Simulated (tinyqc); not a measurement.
Critical temperature from a phonon spectrum: McMillan, Allen-Dynes and the linearised Eliashberg equation: one step, computed by the program tinyqc.

alpha^2 F(omega) = sum_i (lambda_i omega_i/2) delta(omega - omega_i), so that lambda = 2 int alpha^2 F/omega d omega = sum_i lambda_i.

Problem. McMillan and Allen-Dynes. McMillan form: k_B T_c = (omega_log/1.2) exp[-1.04 (1 + lambda)/(lambda - mu* (1 + 0.62 lambda))]. Allen-Dynes multiplies it by f1 f2: f1 = [1 + (lambda/L1)^(3/2)]^(1/3), L1 = 2.46 (1 + 3.8 mu*); f2 = 1 + (omega_rms/omega_log - 1) lambda^2/(lambda^2 + L2^2), L2 = 1.82 (1 + 6.3 mu*) omega_rms/omega_log.

Inputs (values chosen for the exercise, for a model metal): Coulomb pseudopotential mu* = 0.12.

Peaks in alpha^2 F: one.

lambda = 1.28

omega_rms = 16.5 meV

omega_log = 16.5 meV

Constants: k_B = 8.617333262e-05 eV/K.

Give: T_c, McMillan form; f1; f2; T_c, Allen-Dynes.

Solution.

T_c, McMillan form = 17.21 K

f1 = 1.067

f2 = 1

T_c, Allen-Dynes = 18.36 K

The two corrections raise T_c by 6.7 %.
